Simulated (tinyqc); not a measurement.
Gated two-dimensional channel with two bands, quantum capacitance: one step of the calculation.

phi is the Fermi level above the lowest band edge, in volts; Vg is counted from the gate voltage at which an empty channel would have phi = 0. The channel has no thickness; trap charge is -q Dit phi.

Problem. New phi. D1 = gv md m0 q/(pi hbar^2), D2 = g2 m2 m0 q/(pi hbar^2) per eV; n1 = D1 Vt ln(1 + exp(phi/Vt)), n2 = D2 Vt ln(1 + exp((phi - E2)/Vt)), n = n1 + n2; Cq = q dn/dphi = q [D1/(1 + exp(-phi/Vt)) + D2/(1 + exp((E2 - phi)/Vt))]. Newton: f = phi + q (n + Dit phi)/Cox - Vg, phi(new) = phi - f/(1 + (Cq + q Dit)/Cox).

Parameters, values chosen for the exercise; lowest band close to that of a thin silicon body: temperature T = 300 K; in-plane mass md = 0.197 m0; valley degeneracy gv = 2; in-plane mass of a second band, chosen freely m2 = 0.39 m0; valley degeneracy of that band, chosen freely g2 = 2; second band edge above the first E2 = 0.33 eV; density of traps Dit = 9.1e11 cm^-2 eV^-1; gate voltage Vg = 0.49 V.

Constants: q = 1.602176634e-19 C, kB = 1.380649e-23 J/K, hbar = 1.054571817e-34 J s, m0 = 9.1093837015e-31 kg, Vt = kB T/q. Results are converted to the units shown.

phi after iteration 2 = -0.035297676 V
Cox = 0.24665237 uF/cm^2

Give: n1; n2; Cq; f; phi after iteration 3.

Solution.

n1 = 9.6740e11 cm^-2
n2 = 6.1483e6 cm^-2
Cq = 5.3628 uF/cm^2
f = 0.082235 V
phi after iteration 3 = -0.038822 V

tinyqc, about 0.01 s, one thread, Intel Xeon 2.30GHz (shared host): `OMP_NUM_THREADS=1 python tinyqc.py 2200102 2200103 out.jsonl`
